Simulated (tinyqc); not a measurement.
# Short-channel transistor, virtual-source model with series resistance: effect of the channel length on the on and off currents

The current per gate width is the charge at the top of the source barrier (the virtual source) times its velocity times a saturation function; al and be are fitting constants of the model. Units: I in uA/um, Rs in ohm um, so I Rs = 1e-6 I Rs in volts; Q in uC/cm^2, so I = 1e-4 Q vx0 Fsat with vx0 in cm/s.

Intrinsic voltages Vg' = Vgs - I Rs, Vd' = Vds - 2 I Rs. n = n0 + nd Vd', VT = VT0 - dl Vd', Ff = 1/(1 + exp((Vg' - VT + al Vt/2)/(al Vt))), Q = Cinv n Vt ln(1 + exp((Vg' - VT + al Vt Ff)/(n Vt))), Vdsat = (vx0 L/mu)(1 - Ff) + Vt Ff, Fsat = u/(1 + u^be)^(1/be) with u = Vd'/Vdsat, and I = Q vx0 Fsat per width. I is solved self-consistently. Ion is I at Vgs = Vds = 0.6 V, Ioff at Vgs = 0, Vds = 0.6 V, and Rlin = Vds/I at Vgs = 0.6 V, Vds = 0.05 V. mu, vx0, VT0, dl and n0 are held fixed.

Inputs (values chosen for the exercise):
```
symbol   value        unit                                                         meaning
T          325           K                                                     temperature
Cinv      1.12     uF/cm^2                                           inversion capacitance
vx0     5.79e6        cm/s                                  velocity at the virtual source
mu         120  cm^2/(V s)                                               apparent mobility
VT0      0.411           V                                 threshold at zero drain voltage
dl       0.098         V/V                                  drain-induced barrier lowering
n0        1.47                                                         subthreshold factor
nd           0         1/V                                  growth of n with drain voltage
al         3.5              threshold shift (in units of Vt) from weak to strong inversion
be           2                                                     sharpness of saturation
Rs         500      ohm um                               series resistance of each contact
```

Constants: q = 1.602176634e-19 C, kB = 1.380649e-23 J/K, Vt = kB T/q. Results are converted to the units shown.

Result of one run:
```
L (nm),Ion (uA/um),Ioff (nA/um),log10(Ion/Ioff),Rlin (ohm um)
130,87.227,49.868,3.2428,5543.2
```

What becomes of these results when the channel length L is changed from 130 to 200 nm, all else the same?

Result of the changed run:
```
L (nm),Ion (uA/um),Ioff (nA/um),log10(Ion/Ioff),Rlin (ohm um)
200,70.045,49.745,3.1486,7927.4
```

The whole series:
```
L (nm),Ion (uA/um),Ioff (nA/um),log10(Ion/Ioff),Rlin (ohm um)
10,119.79,50.011,3.3793,1410.5
15,119.31,50.007,3.3777,1591.1
24,118.04,49.999,3.3731,1909.2
36,115.62,49.987,3.3642,2326.8
55,110.55,49.968,3.3449,2981.2
85,101.12,49.932,3.3064,4008.0
130,87.227,49.868,3.2428,5543.2
200,70.045,49.745,3.1486,7927.4
```

As L goes from 10 to 200 nm, Ion falls from 120 to 70.0 uA/um, Ioff falls from 50.0 to 49.7 nA/um and Rlin rises from 1410 to 7930 ohm um. Ion changes by a factor of 0.585 and Ioff by 0.995. Below threshold Vdsat is near Vt, so L and mu hardly reach the off current. At L = 200 nm the channel is long for this model, whose fixed vx0 belongs to short devices.

Program tinyqc, `OMP_NUM_THREADS=1 python tinyqc.py 2380117 2380118 out.jsonl`; Intel Xeon 2.30GHz, shared host, one thread, about 0.01 s.
